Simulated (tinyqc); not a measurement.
Permittivity of the insulator from five potentials.

Inverse problem. A node lies on a semiconductor-insulator interface. Steps: hs = tb/2 down into the semiconductor, ho = tox/1 up into the insulator, hy = L/4 sideways. The flux balance of its box reads eox (hy/ho)(above - node) + eps_r (hy/hs)(below - node) + [(eps_r hs + eox ho)/(2 hy)](left + right - 2 node) - q Na (hs/2) hy/eps0 = 0. Find eox.

Parameters, values chosen for the exercise; semiconductor permittivity close to that of silicon: relative permittivity of the semiconductor eps_r = 11.7; half the body thickness tb = 5 nm; insulator thickness tox = 1.6 nm; channel length L = 26 nm; acceptor density of the depleted body Na = 0 cm^-3.

Constants: q = 1.602176634e-19 C, eps0 = 8.8541878128e-14 F/cm where lengths are in cm. Results are converted to the units shown.

psi (V): node 0.23463043, above -0.07, below 0.33719861, left 0.074302815, right 1.02

Answer. The balance is linear in eox.

eox = 3.90

tinyqc, about 0.1 s, one thread, Intel Xeon 2.30GHz (shared host): `OMP_NUM_THREADS=1 python tinyqc.py 2480021 2480022 out.jsonl`
